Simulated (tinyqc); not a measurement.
# Inverter chain driving a load

N inverters, each f = Hc^(1/N) times larger than the one before: delay tau N (f + pp). Switched capacitance in units of the first input, with output capacitance pp times the input: Hc + (1 + pp)(Hc - 1)/(f - 1).

Parameters, values chosen for the exercise: load over the input capacitance of the chain Hc = 3200; parasitic delay of an inverter pp = 1; delay unit tau = 7.5 ps.

Result of one run:
```
f      delay (ps)  switched capacitance
3.168       218.8                  6152
```

Which number of stages N gave this result: 5, 7, 9 or 10?

N = 7.

The whole series:
```
N       f  delay (ps)  switched capacitance
3   14.74       354.1                  3666
4   7.521       255.6                  4181
5   5.024       225.9                  4790
6   3.839       217.7                  5454
7   3.168       218.8                  6152
8   2.742       224.5                  6872
9   2.452       233.0                  7607
10  2.241       243.1                  8354
```

The delay goes from 354 through a minimum of 218 (at N = 6 among the rows listed) to 243 ps. The best stage effort solves pp + rho (1 - ln rho) = 0, rho = 3.59, which gives N = ln Hc/ln rho = 6.31. One stage fewer than the best costs 3.7 % in delay and saves 12 % of the switched capacitance.

tinyqc, about 0.01 s, one thread, Intel Xeon 2.30GHz (shared host): `OMP_NUM_THREADS=1 python tinyqc.py 2082018 2082019 out.jsonl`
